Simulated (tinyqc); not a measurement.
Polytypes by hexagonality, and a cubic inclusion as a quantum well: sweeps and comparisons. A value that a table varies takes the place of the one given here.

Gap: E3 + (E2 - E3) h. Valence top Ev2 h and polarisation P2 h, both counted from 3C; Ec = Ev + gap.

A cubic inclusion of width L = N d in the host (h = 1) is a well of depth V = Ec(host) - Ec(3C). Square well with mass mismatch: k tan(k L/2) = (m_w/m_b) q, k = sqrt(m_w E/c), q = sqrt(m_b (V - E)/c), c = hbar^2/2m0, lowest root. The depth of the level, V - E, is its binding, and the transition to the valence top of the host is gap(host) - (V - E). The step in polarisation gives a field |F| = |P|/(eps eps0) in a thin inclusion, eps0 = 8.8541878e-12 F/m.

Constants: hbar^2/2m0 = 3.80998211 eV angstrom^2.

Parameters, chosen for this exercise (of the order of those of InP; shifted at random, so the results belong to these values and not to a real crystal): E3 = 1.418 eV (gap of the cubic polytype); E2 = 1.492 eV (gap of 2H); Ev2 = 0.053 eV (valence top of 2H above that of 3C); P2 = -0.0024 C/m^2 (spontaneous polarisation of 2H); m = (0.075, 0.077) m0 (electron mass along c in the cubic layer and in the host); d = 3.393 angstrom (thickness of a double layer); eps = 12.8 (dielectric constant); N = 18 (double layers in the cubic inclusion).

## Width of the inclusion

Without the field: square well. With it, the potential inside is |F| (z - L/2), the host conduction edge lies at V - |F| L/2 on one side and V + |F| L/2 on the other, and the lowest level E_F is found by finite differences (step 0.25 angstrom, wide box, good to about 1 meV). Holes sit in the host on the high side, so the transition is gap(host) - V + E_F - |F| L/2. A dash: bound by less than 2 meV or not at all.

Results:
```
N,L (angstrom),depth (eV),transition (eV),"depth below the low side, with field (eV)",transition with field (eV)
2,6.79,0.004,1.488,-,-
4,13.57,0.013,1.479,0.003,1.461
6,20.36,0.025,1.467,0.008,1.441
10,33.93,0.049,1.443,0.020,1.400
15,50.90,0.071,1.421,0.029,1.356
20,67.86,0.086,1.406,0.032,1.316
30,101.79,0.103,1.389,0.033,1.243
```

The square well binds a level even at N = 2 (4 meV), as any symmetric one-dimensional well does; the depth grows to 103 of 127 meV, and the transition tends to E3 - Ev(host) = 1.365 eV. With the field the level is bound by 2 meV or more for N = 4, 6, 10, 15, 20 and 30, and the transition is lowered by 18 meV at N = 4 and 146 meV at N = 30, where |F| L/2 = 108 meV. Free carriers or surface charge screen the field and the step between the two sides; with the field removed every row returns to its square-well depth, and the attraction to the hole, left out here, binds the electron further.

## What each parameter does

Well depth, depth of the level, transition without the field and field. Each row changes one parameter from the base and keeps the others.

Results:
```
case,V (eV),depth (eV),transition (eV),|F| (MV/cm)
base,0.1270,0.0810,1.4110,0.212
N = 19,0.1270,0.0837,1.4083,0.212
Ev2 = 0.083 eV,0.1570,0.1066,1.3854,0.212
E3 = 1.398 eV,0.1470,0.0980,1.3940,0.212
E2 = 1.522 eV,0.1570,0.1066,1.4154,0.212
P2 = -0.0031 C/m^2,0.1270,0.0810,1.4110,0.274
eps = 13.8,0.1270,0.0810,1.4110,0.196
"m = (0.09, 0.077) m0",0.1270,0.0833,1.4087,0.212
```

The largest shifts from the base row, up to three for each result and ties (the steps differ in size, so this ranks the rows, not the parameters). V (eV): Ev2 +0.0300, E2 +0.0300, E3 +0.0200; unchanged at the printed digits by N, P2, eps and m. depth (eV): Ev2 +0.0256, E2 +0.0256, E3 +0.0169; unchanged at the printed digits by P2 and eps. transition (eV): Ev2 -0.0256, E3 -0.0169, E2 +0.0044; unchanged at the printed digits by P2 and eps. |F| (MV/cm): P2 +0.062, eps -0.015; unchanged at the printed digits by N, Ev2, E3, E2 and m.

Program tinyqc; command `OMP_NUM_THREADS=1 python tinyqc.py 1880925 1880926 out.jsonl`; about 0.08 s on one thread of a shared Intel(R) Xeon(R) Processor @ 2.30GHz.
